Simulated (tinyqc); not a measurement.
Thermoelectric coefficients of a parabolic band, Landauer integrals: two steps of the calculation.

Bulk parabolic band, x = (E - Ec)/kB T, C = hbar^2/(2 m0), kB T in eV. Modes per area gv m kB T x/(4 pi C) times the back-scattering length l0 x^rr give the transport function s0 X(x), s0 = (2 q^2/h) gv m kB T l0/(4 pi C), X = x^(1 + rr). I_k = int X (x - eta)^k w dx, w = 1/(4 cosh^2((x - eta)/2)).

Parameters, values chosen for the exercise: temperature T = 300 K; mass of one valley m = 0.072 m0; valleys gv = 4; back-scattering length at x = 1 l0 = 2.6 nm; energy exponent of that length rr = 0; lattice thermal conductivity kL = 1.6 W/(m K); reduced Fermi level (EF - Ec)/kB T eta = 2.9.

Constants: q = 1.602176634e-19 C, kB = 1.380649e-23 J/K, hbar = 1.054571817e-34 J s, h = 6.62607015e-34 J s, m0 = 9.1093837015e-31 kg, Vt = kB T/q, hbar^2/(2 m0) = 0.0380998212 eV nm^2. Results are converted to the units shown.

Problem 1. Coefficients of the electrons. sigma = s0 I_0, S = -(kB/q) I_1/I_0, Lorenz number L = (kB/q)^2 [I_2/I_0 - (I_1/I_0)^2], kappa_e = L sigma T.

converged I_0, I_1, I_2: 2.9535628  3.0259675  10.948683

Find: s0; sigma; S; L; kappa_e.

Solution 1.

s0 = 31.327 S/cm
sigma = 92.527 S/cm
S = -88.286 uV/K
L = 1.9733 x 1e-8 V^2/K^2
kappa_e = 0.054774 W/(m K)

L is 19 % below the Sommerfeld value (pi^2/3)(kB/q)^2 = 2.443e-8 V^2/K^2.

Problem 2. Power factor and figure of merit. Power factor S^2 sigma, ZT = S^2 sigma T/(kappa_e + kL).

sigma = 92.526927 S/cm
S = -88.285818 uV/K
kappa_e = 0.054774398 W/(m K)

Wanted: power factor; ZT; electronic share of kappa.

Solution 2.

power factor = 0.072119 mW/(m K^2)
ZT = 0.013075
electronic share of kappa = 3.3101 %

Range of the model: Parabolic bands, elastic scattering and a fixed kL make these model figures, not those of a material.

Computed by the program tinyqc: `OMP_NUM_THREADS=1 python tinyqc.py 2800017 2800018 out.jsonl`, one thread of a shared Intel Xeon 2.30GHz, about 0.03 s for the whole run.
